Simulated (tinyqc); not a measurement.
# Band bending at a free surface with a continuum of surface states, surface photovoltage and Kelvin probe: Kelvin-probe contrast of the doping

n-type bulk, xi = Ec - EF = Vt ln(Nc/Nd), p0 = ni^2/Nd, ni = sqrt(Nc Nv) exp(-Eg/(2 Vt)), Eg in volts. b is the upward band bending, u = b/Vt. Space charge per area, in units of q: Qc = sign(b) sqrt((2 eps0 eps_r Vt/q) [(Nd + dn)(exp(-u) - 1) + Nd u + (p0 + dn)(exp(u) - 1)]), with dn the excess density under light (flat quasi-Fermi levels; 0 in the dark). The states hold -Ds (E0 - xi - b): negative while the Fermi level lies above the neutrality level. Neutrality: Qc + Qf + (charge of the states) = 0.

Work function chi + xi + b; contact potential difference CPD = (work function of the sample) - pt. b solves the neutrality condition in the dark.

Inputs (values chosen for the exercise); band and dielectric values those of a made-up semiconductor: temperature T = 300 K; band gap Eg = 1.35 eV; relative permittivity eps_r = 11.3; conduction-band density of states at T Nc = 2.84e19 cm^-3; valence-band density of states at T Nv = 2.41e19 cm^-3; electron affinity chi = 4.42 eV; fixed positive charge at the surface Qf = 0 cm^-2; work function of the probe tip pt = 4.47 eV; density of surface states Ds = 8.9e12 cm^-2 eV^-1; depth of their neutrality level below the conduction edge E0 = 0.58 eV.

Constants: q = 1.602176634e-19 C, kB = 1.380649e-23 J/K, Vt = kB T/q, eps0 = 8.8541878128e-14 F/cm where lengths are in cm. Results are converted to the units shown.

Result of one run:
```
Nd (cm^-3),xi (eV),b (V),CPD (mV)
5.3e17,0.1029,0.3202,373.2
```

What becomes of these results when the donor density Nd is changed from 5.3e17 to 6.6e14 cm^-3, all else the same?

Result of the changed run:
```
Nd (cm^-3),xi (eV),b (V),CPD (mV)
6.6e14,0.2758,0.2988,524.7
```

The whole series:
```
Nd (cm^-3),xi (eV),b (V),CPD (mV)
1.2e14,0.3199,0.2580,527.9
6.6e14,0.2758,0.2988,524.7
3.5e15,0.2327,0.3343,517.0
1.9e16,0.1890,0.3594,498.4
1e17,0.1460,0.3612,457.3
5.3e17,0.1029,0.3202,373.2
2.8e18,0.05989,0.2242,234.1
```

xi falls by 260 mV over the table and the CPD by 294 mV; b goes from 0.258 through a maximum of 0.361 (at Nd = 1e17 cm^-3 among the rows listed) to 0.224 V. Between the first two rows the CPD follows 7.34 % of the change of xi, and between the last two 323 %. It is below 100 % where b rises with the doping (pinning hides it). It exceeds 100 % where b falls as the doping rises.

Computed by the program tinyqc: `OMP_NUM_THREADS=1 python tinyqc.py 2430098 2430099 out.jsonl`, one thread of a shared Intel Xeon 2.30GHz, about 0.03 s for the whole run.
